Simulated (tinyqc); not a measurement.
Rapid thermal processing of a wafer: radiative balance, ramp and cooling, pattern effects, pyrometer error and spike budget: one step, computed by the program tinyqc.

The wafer is opaque and uniform through its thickness unless said otherwise; temperatures in formulas are in kelvin (C + 273.15). sigma = 5.670374419e-12 W/(cm^2 K^4).

Problem. Pyrometer error. Signal proportional to eps/(exp(c2/(lambda T)) - 1), c2 = h c/k_B. If the assumed emissivity is too high by the given error, the reading T' solves (1 + error)/(exp(c2/(lambda T')) - 1) = 1/(exp(c2/(lambda T)) - 1). Wien estimate: T' - T = -lambda T^2 ln(1 + error)/c2. Process rates go as exp(-E_a/(k_B T)).

Inputs (values chosen for the exercise, modelled on a hot silicon wafer):
```
quantity                              value        unit
process temperature                     652           C
starting temperature                    400           C
pyrometer wavelength                    4.5  micrometre
error of the assumed emissivity         5.4           %
activation energy of the process E_a      4          eV
```

Constants: h = 6.62607015e-34 J s; c = 299792458 m/s; k_B = 1.380649e-23 J/K; k_B = 8.617333262e-05 eV/K.

Give: c2; c2/(lambda T); reading less true temperature; Wien estimate; rate at T over rate at T', less 1.

Solution.

c2 = 14388 micrometre K

c2/(lambda T) = 3.456

reading less true temperature = -13.45 K

Wien estimate = -14.08 K

rate at T over rate at T', less 1 = 109.6 %

Caution: below about 600 C lightly doped silicon is partly transparent at this wavelength, so its emissivity is not yet the hot value early in the ramp.
